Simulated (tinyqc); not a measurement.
Oxidation of curved silicon (wires and holes): cylindrical Deal-Grove kinetics with stress-retarded reaction: one step, computed by the program tinyqc.

Silicon fills r > a and oxide b < r < a. One volume of silicon gives 2.25 volumes of oxide, and the length is fixed.

Problem. Rate at the start. Geometry: b^2 = b0^2 - 1.25 (a^2 - a0^2), b0 = a0 - x_i. Rate of oxide made per interface area: q = 1/[1/k + 2 a |ln(b/a)|/B], and |da/dt| = q/2.25. Reaction k = (B/A) exp(-sigma V_k/(k_B T)). New oxide pushes the old with radial speed u = 1.25 |da/dt| at r = a; the shear stress at radius r is s_c asinh(z a^2/r^2), z = 2 eta u/(a s_c) (Eyring flow), and the compressive normal stress at the interface is sigma = |int_a^b 2 s/r dr| = s_c |F(z) - F(z a^2/b^2)|, F(y) = int_0^y asinh(w)/w dw. q and sigma are solved together. 1 MPa angstrom^3 = 6.241509e-6 eV.

Inputs (values chosen for the exercise, close to those used for silicon in steam):

| quantity | value | unit |
|---|---|---|
| starting silicon radius a0 | 32 | nm |
| starting oxide x_i | 3 | nm |
| critical shear stress s_c | 78 | MPa |
| activation volume V_k | 6 | angstrom^3 |
| temperature T | 750 | C |

Shape: hole (concave).

B = 59878.87 nm^2/h

B/A = 10.19485 nm/h

low-stress viscosity eta = 1.415174e+19 Pa s

k_B T = 0.08816825 eV

Give: oxide radius b0; rate q without stress; normal stress sigma; factor on the reaction; rate q with stress.

Solution.

oxide radius b0 = 29 nm

rate q without stress = 10.18 nm/h

normal stress sigma = 266.8 MPa

factor on the reaction = 0.8929

rate q with stress = 9.094 nm/h
